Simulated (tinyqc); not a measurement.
## Error from band bending against W

In A the levels shift by pb (1 - z/W)^2 for z < W. The signal from depth z is weighted by exp(-z/le)/le, so the centroid shifts by pb [1 - 2/a + (2/a^2)(1 - exp(-a))], a = W/le, and the error of iA against its value at the interface is that less pb.

Values chosen for this exercise:
- pb = 0.67 V (band bending in A at the interface)
- le = 2.2 nm (escape depth)

Error from band bending against W:
```
W (nm),a,centroid shift (eV),error (meV)
2.8,1.2727,0.21270,-457.30
5,2.2727,0.31310,-356.90
8.6,3.9091,0.41314,-256.86
15,6.8182,0.50226,-167.74
26,11.818,0.56621,-103.79
45,20.455,0.60769,-62.308
79,35.909,0.63372,-36.277
140,63.636,0.64927,-20.726
240,109.09,0.65783,-12.171
```

The size of the error falls from 457 to 12.2 meV; for large a it is 2 |pb|/a. It is below 50 meV, a typical accuracy of the method, in 3 of the 9 rows. Heavily doped substrates and deep-probing photons need the correction.

Numbers from tinyqc (`OMP_NUM_THREADS=1 python tinyqc.py 2410104 2410105 out.jsonl`; about 0.01 s on one thread of a shared Intel Xeon 2.30GHz).
